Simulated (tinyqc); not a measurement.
Avrami exponent and activation energy from three anneals.

Inverse problem. Isothermal crystallisation follows X = 1 - exp(-(k t)^n) with k proportional to exp(-Ec q/(kB T)). Find n, k at both temperatures and Ec.

Constants: q = 1.602176634e-19 C, kB = 1.380649e-23 J/K. Results are converted to the units shown.

X at (399 K, 790 s), (399 K, 1580 s) and (419 K, 35 s): 0.11972460  0.87001387  0.32834168

Solution. -ln(1 - X) = (k t)^n: the two times give n, and the two rates give Ec.

n = 4.000
k at 399 K = 7.564e-4 1/s
k at 419 K = 0.02269 1/s
Ec = 2.450 eV

Program tinyqc, `OMP_NUM_THREADS=1 python tinyqc.py 2490139 2490140 out.jsonl`; Intel Xeon 2.30GHz, shared host, one thread, about 0.04 s.
